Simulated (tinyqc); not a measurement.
Band gaps under pressure and temperature from deformation potentials: one step. Gaps at P and T. Two cases, with inputs chosen for the exercise.

Task: Give both shifts and the gaps.

Murnaghan: V/V0 = (1 + Bp P/B0)^(-1/Bp), B0 = (C11 + 2 C12)/3. Each gap moves by a ln(V/V0) with its volume potential a, and falls with temperature by aV T^2/(T + bV) (Varshni); the two effects are added. No change of phase is considered.

Give: pressure shifts; temperature shifts; gaps.

Case 1.

Values chosen (near those of InP, the X and L potentials typical of such crystals; not measured data):
- Eg = 1.418 eV (gap at Gamma to the s-like level at 0 K, 0 GPa)
- EgX = 2.403 eV (gap to X at 0 K, 0 GPa)
- EgL = 2.016 eV (gap to L at 0 K, 0 GPa)
- aG = -6.5 eV (volume potential of the Gamma gap)
- aX = 1.18 eV (volume potential of the X gap)
- aL = -3.27 eV (volume potential of the L gap)
- aV = (0.364, 0.457, 0.375) meV/K (Varshni alpha of Gamma, X, L)
- bV = (163, 191, 172) K (Varshni beta of Gamma, X, L)
- T = 77 K (temperature)

ln(V/V0) = -0.0679494

Result:

pressure shifts (eV): Gamma 0.4417, X -0.0802, L 0.2222

temperature shifts (eV): Gamma -0.0090, X -0.0101, L -0.0089

gaps (eV): Gamma 1.8507, X 2.3127, L 2.2293

The lowest valley is Gamma (direct gap), 379 meV below L; at 0 K and 0 GPa it is Gamma.

Case 2.

Values chosen (near those of AlAs, the X and L potentials typical of such crystals; not measured data):
- Eg = 3.114 eV (gap at Gamma to the s-like level at 0 K, 0 GPa)
- EgX = 2.249 eV (gap to X at 0 K, 0 GPa)
- EgL = 2.415 eV (gap to L at 0 K, 0 GPa)
- aG = -8.09 eV (volume potential of the Gamma gap)
- aX = 1.6 eV (volume potential of the X gap)
- aL = -4.3 eV (volume potential of the L gap)
- aV = (0.878, 0.706, 0.634) meV/K (Varshni alpha of Gamma, X, L)
- bV = (495, 518, 200) K (Varshni beta of Gamma, X, L)
- T = 0 K (temperature)

ln(V/V0) = -0.0234762

Result:

pressure shifts (eV): Gamma 0.1899, X -0.0376, L 0.1009

temperature shifts (eV): Gamma 0.0000, X 0.0000, L 0.0000

gaps (eV): Gamma 3.3039, X 2.2114, L 2.5159

The lowest valley is X (indirect gap), 305 meV below L; at 0 K and 0 GPa it is X.

Computed by tinyqc, one run a case: `OMP_NUM_THREADS=1 python tinyqc.py N N+1 out.jsonl` with N = 1050014, 1050097; one thread of a shared Intel(R) Xeon(R) Processor @ 2.30GHz, about 0.01 s a run at most.
